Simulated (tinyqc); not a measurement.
# Changing the temperature T

Model: classical Heisenberg spin chain: exact results, Metropolis, heat-bath and over-relaxation steps, and a Monte Carlo run. Computed by tinyqc, a small Python program. Command: `OMP_NUM_THREADS=1 python tinyqc.py 3130326 3130327 out.jsonl heismc sweep`. One thread of a shared host (Intel(R) Xeon(R) Processor @ 2.30GHz), about 0.01 s of CPU time with the checks.

E = -J sum_i s_i . s_(i+1) for unit vectors s_i on an open chain; K = J/(k_B T).

Inputs (values chosen for the exercise, for a model chain of large moments): coupling J = 39 meV; moment mu = 4.9 mu_B.

Constants: k_B = 8.617333262e-05 eV/K; mu_B = 5.7883818060e-05 eV/T.

Method. Each bond angle is independent, so u = <s_i . s_(i+1)> = coth K - 1/K, <s_i . s_(i+n)> = u^n, correlation length xi = -1/ln|u|, energy per bond -J u, heat capacity per bond c/k_B = 1 - K^2/sinh^2 K, and for the long chain chi = mu^2 (1 + u)/(3 k_B T (1 - u)) per spin.

One run for each value:
```
temperature T (K)  chi (mu_B/T per spin)  xi (sites)  heat capacity (k_B/bond)        u
23.4                          8.6571e+00      18.836                    1.0000  0.94830
40.3                          2.8628e+00      10.722                    1.0000  0.91095
69.4                          9.3288e-01       6.008                    0.9996  0.84666
120.0                         2.9448e-01       3.261                    0.9698  0.73591
206.0                         9.5239e-02       1.778                    0.7555  0.56984
355.0                         3.4107e-02       1.048                    0.4026  0.38504
611.0                         1.4305e-02       0.697                    0.1644  0.23832
1810.0                        3.5078e-03       0.402                    0.0206  0.08300
3120.0                        1.8979e-03       0.330                    0.0070  0.04828
```

Give the missing row, temperature T (K) = 1050.0.

Computed row:
```
temperature T (K)  chi (mu_B/T per spin)  xi (sites)  heat capacity (k_B/bond)        u
1050.0                        6.8136e-03       0.512                    0.0597  0.14193
```

Interpolating between the two neighbouring rows (the first column on a logarithmic scale, the others too where they are positive) misses most in chi (mu_B/T per spin), by 4.2 %. Over the rows, chi (mu_B/T per spin) falls from 8.66 to 0.00190 (exponent d ln y / d ln x -2.0 between the first rows and -1.1 between the last); xi (sites) falls from 18.8 to 0.330 (exponent d ln y / d ln x -1.0 between the first rows and -0.36 between the last); heat capacity (k_B/bond) falls from 1.00 to 0.00698. At the low end the exponent of chi is -2.04, close to -2: chi goes as xi/T with xi as 1/T. At the low end the exponent of xi is -1.04, close to -1: xi grows as K.
